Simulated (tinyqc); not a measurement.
Defect, radiative and Auger recombination at equal electron and hole densities (ABC model): one step. Shares, lifetimes and light. Two cases, with inputs chosen for the exercise.

Task: Shares of the three paths; lifetime n/G = 1/(Ae + B n + C n^2); differential lifetime 1/(Ae + 2 B n + 3 C n^2) and bandwidth 1/(2 pi tau_d); optical power density ex IQE J Eph/e.

J/(e d) = Ae n + B n^2 + C n^3 with Ae = A + 4 S/w (four side walls, carriers spread evenly), e = 1.602176634e-19 C, lengths in cm; internal efficiency IQE = B n^2/(Ae n + B n^2 + C n^3); all injected carriers recombine in the layer.

Case 1.

Values chosen (orders of magnitude like those quoted for Si; shifted at random, so the results belong to these values and not to a real crystal):
- B = 4.9e-15 cm^3/s (radiative coefficient)
- C = 7.1e-31 cm^6/s (Auger coefficient)
- J = 17 A/cm^2 (current density)
- ex = 0.75 (extraction efficiency)
- Eph = 1.11 eV (photon energy)

Ae = 48000.0 1/s
n = 9.63491e+16 1/cm^3

Case 2.

Values chosen (orders of magnitude like those quoted for InP; shifted at random, so the results belong to these values and not to a real crystal):
- B = 1.2e-10 cm^3/s (radiative coefficient)
- C = 6.9e-31 cm^6/s (Auger coefficient)
- J = 100000 A/cm^2 (current density)
- ex = 0.06 (extraction efficiency)
- Eph = 1.34 eV (photon energy)

Ae = 5.70000e+06 1/s
n = 1.89719e+19 1/cm^3

Give: shares; lifetime; differential lifetime; bandwidth; optical power density.

Result:

Case 1.

shares: defect 0.8717, radiative 0.0086, Auger 0.1197

lifetime = 1.82e+04 ns
differential lifetime = 1.46e+04 ns
bandwidth = 0.0109 MHz
optical power density = 0.121 W/cm^2

The defect path is the largest; the device runs below its efficiency peak, where the defect and Auger shares are equal.

Case 2.

shares: defect 0.0023, radiative 0.8996, Auger 0.0981

lifetime = 0.395 ns
differential lifetime = 0.189 ns
bandwidth = 844 MHz
optical power density = 7.23e+03 W/cm^2

The radiative path is the largest; the device runs above its efficiency peak, where the defect and Auger shares are equal. At this density the bands are degenerate: B saturates and stimulated emission, left out, would clamp n in a laser cavity.

Computed by tinyqc, one run a case: `OMP_NUM_THREADS=1 python tinyqc.py N N+1 out.jsonl` with N = 1680819, 1680840; one thread of a shared Intel(R) Xeon(R) Processor @ 2.30GHz, about 0.01 s a run at most.
